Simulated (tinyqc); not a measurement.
# Changing the share f_2 of kappa

Model: heat flow across a film from the phonon Boltzmann equation in the relaxation-time approximation. Computed by tinyqc, a small Python program. Command: `OMP_NUM_THREADS=1 python tinyqc.py 3009268 3009269 out.jsonl slabbte sweep`. One thread of a shared host (Intel(R) Xeon(R) Processor @ 2.30GHz), about 0.02 s of CPU time with the checks.

Two black walls, hot at x = 0 and cold at x = L, emit phonons isotropically. For one free path Lambda, with tau = x/Lambda, tau_L = L/Lambda and phi = (T - T_cold)/Delta T, energy balance gives phi(tau) = (1/2) [E2(tau) + int_0^tau_L phi(s) E1(|tau - s|) ds]; E_n are the exponential integrals. The flux over the ballistic flux C v Delta T/4 is psi = 1 - 2 int_0^tau_L phi(s) E2(s) ds, and kappa_eff/kappa = (3/4) tau_L psi. kappa = C v Lambda/3 is an input, so at fixed kappa a longer free path means a smaller C v.

Inputs (values chosen for the exercise, modelled on indium phosphide):
```
quantity                             value     unit
bulk conductivity kappa               70.4  W/(m K)
film thickness L                        22       nm
wall temperature difference Delta T     16        K
free path Lambda_1                      79       nm
free path Lambda_2                     370       nm
free path Lambda_3                    3400       nm
share f_3 of kappa                    0.25        -
```

Free-path groups: three.

Method:
- Cut the film into n equal cells with constant phi, collocated at the centres c_i: the kernel integrates to A_ij = |E2(|c_i - e_j|) - E2(|c_i - e_(j+1)|)|/2 for cell edges e_j, and A_ii = 1 - E2(half a cell); solve (1 - A) phi = E2(c)/2; psi = 1 - 2 sum_j phi_j [E3(e_j) - E3(e_(j+1))].
- Each group is solved on its own with 150 and 300 cells, psi = (4 psi(300) - psi(150))/3, and weighted by its share of kappa (f_1 is what the others leave); exchange of energy between groups inside the film is left out.
- Flux J = kappa_eff Delta T/L; apparent boundary resistance per wall (L/kappa_eff - L/kappa)/2.

One run for each value:
```
share f_2 of kappa  kappa_eff/kappa  apparent resistance per wall (m^2 K/GW)  flux J (GW/m^2)
0.02                        0.12476                                   1.0962           6.3875
0.12                        0.11217                                   1.2367           5.7431
0.22                        0.09958                                   1.4128           5.0987
0.32                        0.08700                                   1.6397           4.4543
0.42                        0.07441                                   1.9435           3.8099
0.52                        0.06183                                   2.3710           3.1656
0.62                        0.04924                                   3.0169           2.5212
```

Describe and explain the trends.

Over the rows, kappa_eff/kappa falls from 0.125 to 0.0492 (exponent d ln y / d ln x -0.059 between the first rows and -1.3 between the last); apparent resistance per wall (m^2 K/GW) rises from 1.10 to 3.02 (exponent d ln y / d ln x 0.067 between the first rows and 1.4 between the last); flux J (GW/m^2) falls from 6.39 to 2.52 (exponent d ln y / d ln x -0.059 between the first rows and -1.3 between the last). Moving conductivity from short to long free paths at fixed kappa makes more of it vulnerable to the walls.
